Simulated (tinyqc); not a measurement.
# Worked calculation: n-type polysilicon, carrier trapping at grain boundaries

Program tinyqc, `OMP_NUM_THREADS=1 python tinyqc.py 2830188 2830189 out.jsonl`; Intel Xeon 2.30GHz, shared host, one thread, about 0.01 s. Printed values are rounded.

One-dimensional grains of size Lg, uniform ionised doping N, monovalent traps Qt at each boundary at a depth Et below (for electrons) or above (for holes) the band edge there, abrupt depletion of width W on each side of a boundary, Boltzmann statistics. xi is the distance from the band edge at the grain centre to the Fermi level. Trapped charge Qt/(1 + exp((xi + VB - Et)/Vt)) = 2 N W, barrier VB = q N W^2/(2 eps0 eps_r).

Values chosen for this exercise; values of the order met in polycrystalline silicon: temperature T = 250 K; relative permittivity eps_r = 11.7; conduction-band density of states at T NB = 2.13e19 cm^-3; grain size Lg = 39 nm; trap density of a grain boundary Qt = 3.4e12 cm^-2; depth of the trap level from the majority band edge at the boundary Et = 0.33 eV; mass for thermionic emission ms = 0.41 m0; correction factor of the emission rate fe = 1; mobility inside the grains mug = 82 cm^2/(V s); doping N = 2.9e18 cm^-3.

Constants: q = 1.602176634e-19 C, kB = 1.380649e-23 J/K, m0 = 9.1093837015e-31 kg, Vt = kB T/q, eps0 = 8.8541878128e-14 F/cm where lengths are in cm. Results are converted to the units shown.

## Starting value

W = 3.5 nm.

W at the start = 3.5 nm

## Iteration 1: new W

Partly depleted grain, xi = Vt ln(NB/N): f = 1/(1 + exp((xi + VB - Et)/Vt)), g = Qt f - 2 N W, g' = -2 Qt f (1 - f) VB/(W Vt) - 2 N, W(new) = W - g/g'.

VB = 0.0274713 V
f = 0.999994
g = 1.36998e12 cm^-2
g' = -5.80014e11 cm^-2/nm
W after iteration 1 = 5.86198 nm

## Iteration 2: new W

As before.

VB = 0.0770605 V
f = 0.999942
g = -1.44656e8 cm^-2
g' = -5.80243e11 cm^-2/nm
W after iteration 2 = 5.86173 nm

## Course of the iteration

Stop when the step is below 1e-10 nm, or after 40 iterations.

Course of the iteration:

| iteration | W before the step (nm) | step (nm) |
|---|---|---|
| 1 | 3.5 | 2.36 |
| 2 | 5.86198 | -2.49e-4 |
| 3 | 5.86173 | -1.81e-11 |

Converged in 3 iterations.

## Depletion width, Fermi level and barrier

If the trap equation with xi = Vt ln(NB/N) has a root W < Lg/2, the grain is partly depleted; otherwise W = Lg/2 and the trap equation gives xi = Et - VB + Vt ln(Qt/(N Lg) - 1). N* = Qt/Lg.

N* = 8.71795e17 cm^-3
W = 5.86173 nm
xi = 0.0429573 V
VB = 0.0770539 V
share of traps filled = 0.999942

N is 3.33 N*, and the grain is partly depleted; VB = 3.58 Vt.

## Resistivity and effective mobility

n0 = NB exp(-xi/Vt); mean density n0 (1 - 2 W/Lg) by charge balance in a partly depleted grain, and n0 (sqrt(pi)/2) erf(u)/u with u = sqrt(VB/Vt) in a fully depleted one; v = sqrt(kB T/(2 pi ms m0)); barrier resistivity Vt exp(VB/Vt)/(q fe n0 v Lg); grain resistivity (1 - 2 W/Lg)/(q n0 mug); effective mobility 1/(q mean density total resistivity).

n0 = 2.9e18 cm^-3
mean density = 2.02826e18 cm^-3
v = 3.83518e6 cm/s
barrier resistivity = 0.110839 ohm cm
grain resistivity = 0.0183570 ohm cm
resistivity = 0.129196 ohm cm
effective mobility = 23.8186 cm^2/(V s)

The resistivity is 4.92 times that of a single crystal with the same N and mobility mug, and the mean density is 69.9 % of N.
